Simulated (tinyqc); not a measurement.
# Thin film between two gates, subbands and threshold shift from confinement, step by step

Numbers from tinyqc (`OMP_NUM_THREADS=1 python tinyqc.py 2350114 2350115 out.jsonl`; about 0.04 s on one thread of a shared Intel Xeon 2.30GHz). Printed values are rounded.

Undoped body with a flat potential across it, hard walls, transport along x. One isotropic valley (g = 1, mx = my = mz = me). Non-parabolicity enters the subband edges through E (1 + al E) = gamma, so E = 2 gamma/(1 + sqrt(1 + 4 al gamma)); motion within a subband is taken as parabolic with the band-edge mass. Energies are counted from the bulk band edge.

Values chosen for this exercise; masses close to those of GaAs:
```
symbol   value  unit                                                meaning
T          300     K                                            temperature
me      0.0662    m0                                  mass at the band edge
al        0.61  1/eV                                       non-parabolicity
t          4.9    nm                               film thickness (along z)
dl           0    nm  widening of the box by penetration into the insulator
```

Constants: q = 1.602176634e-19 C, kB = 1.380649e-23 J/K, hbar = 1.054571817e-34 J s, m0 = 9.1093837015e-31 kg, Vt = kB T/q, hbar^2/(2 m0) = 0.0380998212 eV nm^2. Results are converted to the units shown.

Range of the model: Levels near or above 1 eV lie beyond real barriers and upper valleys; they are listed for the hard-wall model only.

## Lowest subbands

gamma = C (pi k/(t + dl))^2/mz, C = hbar^2/(2 m0). List the 3 lowest, labelled by quantum numbers, with degeneracy g and N_k: N_k = g sqrt(mx my) m0 kB T/(pi hbar^2).

```
subband   E_k (eV)  g  N_k (cm^-2)
1        0.2097421  1  7.149066e11
2        0.6713634  1  7.149066e11
3         1.220510  1  7.149066e11
```

## Threshold shift

Each subband has N_k = g sqrt(mx my) m0 kB T/(pi hbar^2); without degeneracy n = exp(EF/Vt) sum N_k exp(-E_k/Vt). Classical value Nc times t, Nc = sum over valleys of 2 g (m m0 kB T/(2 pi hbar^2))^1.5 with m = (mx my mz)^(1/3). Threshold shift dVT = Vt ln(classical value/sum N_k exp(-E_k/Vt)). Use the subbands listed.

shares, subband 1 to 3 (%): 100.0000  0.0000  0.0000
sum N_k exp(-E_k/Vt) = 2.141598e8 cm^-2
Nc = 4.274241e17 cm^-3
classical value = 2.094378e11 cm^-2
dVT = 178.0029 mV

With all subbands dVT = 178.0 mV. The lowest edge lies at 210 meV; dVT is smaller than that, since sum N_k exp(-(E_k - E_1)/Vt) exceeds the classical value.
